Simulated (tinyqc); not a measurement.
From results back to parameters: Lorentz oscillators and the Kramers-Kronig relations. Five cases, with inputs chosen for the exercise.

Problem. At normal incidence from vacuum the amplitude r = (1 - N)/(1 + N) with N = n + i k is written r = -sqrt(R) exp(i theta). R and the phase theta are given.

Case 1.

R = 0.718351
theta = 1.331500 rad

Case 2.

R = 0.073399
theta = 0.033424 rad

Case 3.

R = 0.124231
theta = 0.041128 rad

Case 4.

R = 0.025804
theta = 2.975987 rad

Case 5.

R = 0.822985
theta = 0.671517 rad

Find: n; k; eps1; eps2.

Solution. N = (1 - r)/(1 + r) = (1 + sqrt(R) exp(i theta))/(1 - sqrt(R) exp(i theta)); eps = N^2.

Case 1.

n = 0.214
k = 1.251
eps1 = -1.52
eps2 = 0.54

Case 2.

n = 1.742
k = 0.034
eps1 = 3.03
eps2 = 0.12

Case 3.

n = 2.086
k = 0.069
eps1 = 4.35
eps2 = 0.29

Case 4.

n = 0.726
k = 0.039
eps1 = 0.52
eps2 = 0.06

Case 5.

n = 0.440
k = 2.804
eps1 = -7.67
eps2 = 2.47

Computed by tinyqc, one run a case: `OMP_NUM_THREADS=1 python tinyqc.py N N+1 out.jsonl` with N = 1650982, 1650993, 1651023, 1651079, 1651107; one thread of a shared Intel(R) Xeon(R) Processor @ 2.30GHz, about 0.2 s a run at most.
